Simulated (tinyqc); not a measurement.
## Ionisation constants from two fields

Inverse problem. alpha_n = an exp(-bn/E). Find bn and an.

alpha_n at 233 and 379 kV/cm (1/cm): [2817.5187, 23385.359]

Solution. ln alpha is a straight line in 1/E with slope -bn and intercept ln an.

bn = 1.280e6 V/cm
an = 6.850e5 1/cm

Numbers from tinyqc (`OMP_NUM_THREADS=1 python tinyqc.py 2120055 2120056 out.jsonl`; about 0.04 s on one thread of a shared Intel Xeon 2.30GHz).
